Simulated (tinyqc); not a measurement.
Inside a calculation. Model: cell-based percolation model of oxide breakdown.

Program tinyqc, `OMP_NUM_THREADS=1 python tinyqc.py 2070128 2070129 out.jsonl`; Intel Xeon 2.30GHz, shared host, one thread, about 0.01 s. Printed values are rounded.

The oxide, of thickness n a, is cut into cubic cells. A cell is defective with the chance l = 1 - exp(-a^3 N), N = N1 (t/1 s)^al. A column of n defective cells breaks the oxide down, and the area holds M = A/a^2 independent columns: 1 - F = (1 - l^n)^M.

Parameters, values chosen for the exercise: edge of a cell a = 1.1 nm; cells across the oxide n = 2; area A = 0.039 um^2; exponent of defect growth al = 0.94; defect density after 1 s N1 = 1.6e18 cm^-3.

## Critical defect density

At F = 1 - 1/e: l_c = (1 - exp(-1/M))^(1/n), N_bd = -ln(1 - l_c)/a^3, t63 = (N_bd/N1)^(1/al). W = ln(-ln(1 - F)); for small l, W = ln M + n ln(a^3 N), so the Weibull slope is n al.

thickness = 2.2 nm
M = 32231.4
l_c = 0.00557002
N_bd = 4.19654e18 cm^-3
N_bd times thickness = 9.23239e11 cm^-2
t63 = 2.78934 s
n al = 1.88

## The distribution

t, point 0 to 6 (s): 0.021  0.071  0.24  0.82  1.9  2.8  4.5

N, l, F and W = ln(-ln(1 - F)) at each time; the slope is taken between the end points.

```
point   N (cm^-3)           l           F         W
0      4.23649e16  5.63861e-5  1.02471e-4  -9.18588
1      1.33138e17  1.77191e-4  0.00101145  -6.89586
2      4.18330e17  5.56642e-4  0.00993720  -4.60648
3      1.32772e18  0.00176563   0.0955966  -2.29780
4      2.92515e18  0.00388581    0.385337  -0.72014
5      4.21161e18  0.00558998    0.634751   0.00715
6      6.57869e18  0.00871802    0.913689   0.89601
```

slope = 1.87839

The slope is 0.086 % below n al, since l grows a little more slowly than N.
